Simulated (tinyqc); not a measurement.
Inside a calculation: finite square well with mass mismatch (envelope functions). Values are carried at full precision from step to step, so a last printed digit may differ when a step is redone from the rounded ones.

A square well of width L and depth V0, mass mw inside and mb outside, energies from the bottom of the well, c = hbar^2/2m0. k = sqrt(mw E/c), kappa = sqrt(mb (V0 - E)/c). psi and psi'/m are continuous at the walls (BenDaniel-Duke), so level n solves k L + 2 atan[(k/mw)/(kappa/mb)] = n pi.

Constants: hbar^2/2m0 = 3.80998211 eV angstrom^2.

Values chosen for the exercise (near those of the light valleys of a Si film in SiO2; the results hold for these values, not for the real material): L = 72 angstrom (well width); V0 = 3.133 eV (barrier height); mw = 0.196 m0 (mass in the well); mb = 0.476 m0 (mass in the barrier); alpha_w = 0.46 1/eV (non-parabolicity in the well); alpha_b = 0.16 1/eV (non-parabolicity in the barrier).

## How many levels are bound

At E = V0 the arctangent equals pi/2, so level n is bound if k0 L > (n - 1) pi with k0 = sqrt(mw V0/c). Compare with the infinitely deep well, E1(hard) = c (pi/L)^2/mw.

k0 = 0.40146 1/angstrom
k0 L/pi = 9.2009
number of bound levels = 10
E1(hard) = 0.0370 eV

The count does not depend on mb. One more level binds at L = 78.3 angstrom.

## The lowest level by bisection

f(E) = k L + 2 atan[(k/mw)/(kappa/mb)] - pi rises with E. Twelve halvings of [0, V0]: keep the half in which f changes sign.

Bisection:

| step | low (eV) | high (eV) | midpoint (eV) | k | kappa | f |
|---|---|---|---|---|---|---|
| 1 | 0.00000 | 3.13300 | 1.56650 | 0.28388 | 0.44239 | 19.2982 |
| 2 | 0.00000 | 1.56650 | 0.78325 | 0.20073 | 0.54182 | 12.7765 |
| 3 | 0.00000 | 0.78325 | 0.39163 | 0.14194 | 0.58523 | 8.1426 |
| 4 | 0.00000 | 0.39163 | 0.19581 | 0.10037 | 0.60577 | 4.8499 |
| 5 | 0.00000 | 0.19581 | 0.09791 | 0.07097 | 0.61578 | 2.5140 |
| 6 | 0.00000 | 0.09791 | 0.04895 | 0.05018 | 0.62073 | 0.8593 |
| 7 | 0.00000 | 0.04895 | 0.02448 | 0.03548 | 0.62319 | -0.3119 |
| 8 | 0.02448 | 0.04895 | 0.03671 | 0.04346 | 0.62196 | 0.3237 |
| 9 | 0.02448 | 0.03671 | 0.03060 | 0.03967 | 0.62257 | 0.0220 |
| 10 | 0.02448 | 0.03060 | 0.02754 | 0.03764 | 0.62288 | -0.1403 |
| 11 | 0.02754 | 0.03060 | 0.02907 | 0.03867 | 0.62273 | -0.0581 |
| 12 | 0.02907 | 0.03060 | 0.02983 | 0.03917 | 0.62265 | -0.0178 |

After twelve halvings the bracket is V0/4096 = 0.765 meV wide.

## Bound levels

Solve the condition for each n (six at most). With A = cos(kL/2) for even and sin(kL/2) for odd levels, the probability in the barriers is Pb = (A^2/kappa)/(A^2/kappa + L/2 +/- sin(kL)/(2k)), + for even.

Levels:

| n | parity | E (eV) | k (1/angstrom) | kappa (1/angstrom) | Pb |
|---|---|---|---|---|---|
| 1 | even | 0.0302 | 0.03940 | 0.62262 | 0.0009 |
| 2 | odd | 0.1209 | 0.07886 | 0.61345 | 0.0036 |
| 3 | even | 0.2727 | 0.11844 | 0.59779 | 0.0079 |
| 4 | odd | 0.4863 | 0.15817 | 0.57503 | 0.0136 |
| 5 | even | 0.7625 | 0.19806 | 0.54420 | 0.0205 |
| 6 | odd | 1.1018 | 0.23807 | 0.50376 | 0.0288 |

The lowest level lies at 82 % of the infinite-well value and decays into the barrier over 1/kappa = 1.6 angstrom. Above about 0.5 eV (from level 5 on) a parabolic band is a rough model.

## Mass in the plane and density of states

To first order in the in-plane energy, 1/m_par = (1 - Pb)/mw + Pb/mb for each subband. Each adds a step D = m_par/(2 pi c) to the density of states per area (spin included, one valley); 1/angstrom^2 = 1e16/cm^2.

Subbands:

| n | m_par (m0) | D (1e13/(eV cm^2)) |
|---|---|---|
| 1 | 0.1961 | 8.192 |
| 2 | 0.1964 | 8.205 |
| 3 | 0.1969 | 8.226 |
| 4 | 0.1976 | 8.254 |
| 5 | 0.1984 | 8.287 |
| 6 | 0.1994 | 8.329 |

The mass is taken as isotropic here; the valleys of Si are not, and in the plane they have sqrt(ml mt), about 0.42 m0, so their real steps are about twice as large.

## Levels with energy-dependent masses

Non-parabolic bands: mw is replaced by mw (1 + alpha_w E) and mb by mb (1 - alpha_b (V0 - E)), in k, kappa and the matching condition alike.

Solve the same condition with the energy-dependent masses, and list the shift from the parabolic levels that exist in both.

Levels:

| n | E (eV) | mass inside | mass outside | shift (meV) |
|---|---|---|---|---|
| 1 | 0.0315 | 0.1988 | 0.2398 | 1.4 |
| 2 | 0.1216 | 0.2070 | 0.2467 | 0.7 |
| 3 | 0.2592 | 0.2194 | 0.2571 | -13.5 |
| 4 | 0.4323 | 0.2350 | 0.2703 | -54.1 |
| 5 | 0.6305 | 0.2528 | 0.2854 | -132.0 |
| 6 | 0.8465 | 0.2723 | 0.3019 | -255.3 |

Level 1 moves by +1.4 meV and level 6 by -255.3 meV. The lighter mass deep in the barrier hardens the wall for low levels; the heavier mass in the well wins higher up.

## Checks

- Lowest level by finite differences (200 cells across the well) against the matching condition, eV: 0.0301 against 0.0302.

Computed by tinyqc, a small Python program: `OMP_NUM_THREADS=1 python tinyqc.py 1250391 1250392 out.jsonl` (the numbers bound the seed that draws the inputs); one thread of a shared host (Intel(R) Xeon(R) Processor @ 2.30GHz), about 0.01 s for the whole set of steps.
